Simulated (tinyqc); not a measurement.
Donor level screened by free carriers (Yukawa potential): sweeps and comparisons. A value that a table varies takes the place of the one given here.

Potential -(q/(eps r)) exp(-ks r), q = e^2/(4 pi eps0). In units Ry* = Ry m/eps^2 and a* = a0 eps/m the problem is [-Laplacian - 2 exp(-x r)/r] psi = E psi with x = ks a*.

Converged values use 18 functions exp(-z r), z = 1.55^i, i = -11 to 6: S = 2/A^3, H = z_i z_j S - 2/(A + x)^2, A = z_i + z_j.

Screening wave number: Debye ks^2 = 4 pi q n/(eps kB T); Thomas-Fermi ks^2 = 6 pi q n/(eps EF) with EF = c (3 pi^2 n/gv)^(2/3)/m, c = hbar^2/2m0; the two are joined by 1/ks^2 = sqrt(1/ks_D^4 + 1/ks_TF^4). 1e18/cm^3 = 1e-6/angstrom^3, q = e^2/(4 pi eps0).

Constants: e^2/(4 pi eps0) = 14.39964547 eV angstrom; kB = 8.617333262e-05 eV/K; hbar^2/2m0 = 3.80998211 eV angstrom^2; Ry = 13.60569312 eV; a0 (Bohr radius) = 0.5291772105 angstrom.

Inputs chosen for the exercise (near those of a donor in Si, with one mean mass; the results hold for these values, not for the real material):

| symbol | value | unit | meaning |
|---|---|---|---|
| xs | (0.05, 0.15, 0.27, 0.56, 0.67, 0.91, 1.06) |  | values of x |
| m | 0.325 | m0 | mass |
| eps | 11.8 |  | dielectric constant |
| gv | 6 |  | valleys |
| T | 300 | K | temperature |
| nl | (0.036, 0.12, 0.36, 1.2, 3.6, 12, 36) | x 1e18/cm^3 | densities |
| n | 1.2 | x 1e18/cm^3 | free-carrier density |

## Towards the loss of the bound state

First order (-1 + 2x), one-parameter (minimum of z^2 - 8 z^3/(2z + x)^2) and converged 1s energies in Ry*, and the mean radius in a*; a dash marks an unbound result.

Results:

| x | first order | trial function | converged | <r> |
|---|---|---|---|---|
| 0.05 | -0.9000 | -0.9036 | -0.9036 | 1.50 |
| 0.15 | -0.7000 | -0.7309 | -0.7309 | 1.53 |
| 0.27 | -0.4600 | -0.5542 | -0.5546 | 1.59 |
| 0.56 | - | -0.2394 | -0.2440 | 1.90 |
| 0.67 | - | -0.1550 | -0.1627 | 2.12 |
| 0.91 | - | -0.0281 | -0.0453 | 3.23 |
| 1.06 | - | - | -0.0096 | 6.00 |

First order loses the state at x = 0.5, the trial function reaches zero energy at x = 1.00, and the exact limit is 1.19. The radius starts at 1.5 a*, grows slowly at first (1.59 at x = 0.27), then steadily, and swells towards the end (6.0 at 1.06), where a single exponential fails: the binding vanishes as the square of the distance from 1.19.

## Binding against carrier density

Ry* = 31.7570 meV
a* = 19.213 angstrom

x from the joined ks; converged 1s binding (dash: x above 1.17, at or past the limit 1.19 where the state unbinds).

Results:

| n (1e18/cm^3) | EF/kB T | 1/ks (angstrom) | x | binding (meV) | n^(1/3) a* |
|---|---|---|---|---|---|
| 0.036 | 0.01 | 216.4 | 0.089 | 26.47 | 0.063 |
| 0.12 | 0.03 | 118.5 | 0.162 | 22.60 | 0.095 |
| 0.36 | 0.07 | 68.5 | 0.281 | 17.16 | 0.137 |
| 1.2 | 0.15 | 37.6 | 0.511 | 9.08 | 0.204 |
| 3.6 | 0.31 | 21.9 | 0.879 | 1.79 | 0.294 |
| 12 | 0.69 | 12.4 | 1.545 | - | 0.440 |
| 36 | 1.43 | 8.0 | 2.387 | - | 0.634 |

The binding falls from 26.5 to 1.8 meV (bare value 31.8); it passes half the bare value between 0.36 and 1.2 x 1e18/cm^3. The level is unbound, or bound by less than 0.001 Ry*, from 12 x 1e18/cm^3 on; as the density rises, it is lost by the time n^(1/3) a* reaches 0.44. x grows with exponent 0.50 in n at the start and 0.40 at the end (1/2 for Debye, 1/6 for Thomas-Fermi screening). The level survives to n^(1/3) a* = 0.29, past the 0.26 of the Mott rule, which corresponds to x = 1 for one valley with degenerate screening; here the level lasts until x = 1.19, the screening is at most the degenerate value, and overlap of donors is left out.

## What each parameter does

Ry* = Ry m/eps^2, a* = a0 eps/m, x = ks a* with the joined ks; converged binding. Each row changes one parameter from the base and keeps the others.

Results:

| case | 1/ks (angstrom) | x | binding in Ry* | binding (meV) |
|---|---|---|---|---|
| base | 37.6 | 0.511 | 0.286 | 9.08 |
| n = 0.6 x 1e18/cm^3 | 53.1 | 0.362 | 0.439 | 13.96 |
| T = 360 K | 41.1 | 0.467 | 0.327 | 10.40 |
| m = 0.364 m0 | 37.6 | 0.457 | 0.338 | 12.01 |
| eps = 10.9 | 36.1 | 0.491 | 0.304 | 11.32 |
| gv = 7 | 37.6 | 0.512 | 0.286 | 9.07 |

The largest shifts from the base row, up to three for each result and ties (the steps differ in size, so this ranks the rows, not the parameters). 1/ks (angstrom): n +15.5, T +3.6, eps -1.5; unchanged at the printed digits by m and gv. x: n -0.149, m -0.055, T -0.044. binding in Ry*: n +0.154, m +0.052, T +0.041; unchanged at the printed digits by gv. binding (meV): n +4.88, m +2.93, eps +2.24.

tinyqc: `OMP_NUM_THREADS=1 python tinyqc.py 1280174 1280175 out.jsonl`; about 0.01 s, one thread, shared Intel(R) Xeon(R) Processor @ 2.30GHz.
